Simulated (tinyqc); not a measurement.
## Thin-film resistivity, exact integral against the thick limit

Fuchs-Sondheimer for a film of thickness d, k = d/lam: rho0/rho = 1 - (3 (1 - ps)/(2 k)) int_1^infinity (t^-3 - t^-5)(1 - exp(-k t))/(1 - ps exp(-k t)) dt; thick limit rho/rho0 = 1 + 3 (1 - ps)/(8 k).

Inputs (values chosen for the exercise); metal values close to those of copper:
```
symbol  value     unit                               meaning
rho0     1.71  uohm cm                      bulk resistivity
lam      40.2       nm                   bulk mean free path
ps          0           specular share of surface scattering
```

Results:

| d (nm) | k | rho/rho0, exact | thick limit | error of the limit (%) | rho (uohm cm) |
|---|---|---|---|---|---|
| 2 | 0.04975 | 7.755 | 8.537 | 10.1 | 13.26 |
| 3.9 | 0.09701 | 4.879 | 4.865 | -0.277 | 8.343 |
| 15 | 0.3731 | 2.203 | 2.005 | -8.98 | 3.767 |
| 28 | 0.6965 | 1.665 | 1.538 | -7.62 | 2.848 |
| 55 | 1.368 | 1.333 | 1.274 | -4.41 | 2.279 |
| 110 | 2.736 | 1.156 | 1.137 | -1.68 | 1.978 |
| 210 | 5.224 | 1.077 | 1.072 | -0.511 | 1.842 |
| 400 | 9.950 | 1.039 | 1.038 | -0.142 | 1.777 |

Estimate the missing row, d = 7.6 nm.

Computed row:

| d (nm) | k | rho/rho0, exact | thick limit | error of the limit (%) | rho (uohm cm) |
|---|---|---|---|---|---|
| 7.6 | 0.1891 | 3.201 | 2.984 | -6.78 | 5.473 |

With this row back in the table: rho/rho0 falls from 7.76 to 1.04. The error of the thick limit goes from 10 through a minimum of -9.0 (at d = 15 nm among the rows listed) to -0.14 %; it stays within 5 % for k of 1.368 and above among the rows listed. The change of sign at small k is a crossing of two different laws, not agreement.

Numbers from tinyqc (`OMP_NUM_THREADS=1 python tinyqc.py 2100020 2100021 out.jsonl`; about 0.01 s on one thread of a shared Intel Xeon 2.30GHz).
